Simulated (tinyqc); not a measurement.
Thermal RC ladder, step response: two steps of the calculation.

A ladder of 3 nodes: R_i joins node i to node i + 1, the last R to the ambient; C_i is the heat capacity of node i; theta is the rise above ambient, zero at t = 0. d theta/dt = -A theta + b with b = (Pw/C_1, 0, ...), times in ms.

Inputs (values chosen for the exercise):
- R = [0.43, 1.3, 1.3] K/W (resistances, junction to ambient)
- C = [0.7, 1.9, 13] mJ/K (heat capacities of the nodes)
- Pw = 11 W (power at node 1 from t = 0)
- dt = 0.67 ms (time step)

Task 1. Time constants and Foster resistances. A = C^(-1) K, K_ii = 1/R_(i-1) + 1/R_i (no first term for node 1), K_(i,i+1) = K_(i+1,i) = -1/R_i. The time constants tau_k are the inverse eigenvalues of A; the rise of node 1 per watt is Z(t) = sum_k r_k (1 - exp(-t/tau_k)), with r_k = v_k1^2 tau_k/C_1 and v_k the unit eigenvectors of C^(-1/2) K C^(-1/2).

Wanted: tau_k, rising; r_k.

Result 1.

tau_k, rising (ms): [0.21440, 2.7975, 20.949]
r_k (K/W): [0.21219, 0.98258, 1.8352]

The r_k add up to the sum of the R_i, 3.030 K/W; the slowest constant is 97.7 times the fastest.

Task 2. One time step. Implicit Euler: (1 + dt A) theta(new) = theta + dt b.

A (1/ms):

|  | node 1 | node 2 | node 3 |
|---|---|---|---|
| node 1 | 3.3222591 | -3.3222591 | 0.0000000 |
| node 2 | -1.2239902 | 1.6288485 | -0.4048583 |
| node 3 | 0.0000000 | -0.0591716 | 0.1183432 |

theta after step 2 (K): node 1 7.2021837, node 2 3.6940717, node 3 0.1957992

Wanted: theta after step 3.

Result 2.

theta after step 3 (K): node 1 9.253, node 2 5.444, node 3 0.381

Computed by the program tinyqc: `OMP_NUM_THREADS=1 python tinyqc.py 2520024 2520025 out.jsonl`, one thread of a shared Intel Xeon 2.30GHz, about 0.01 s for the whole run.
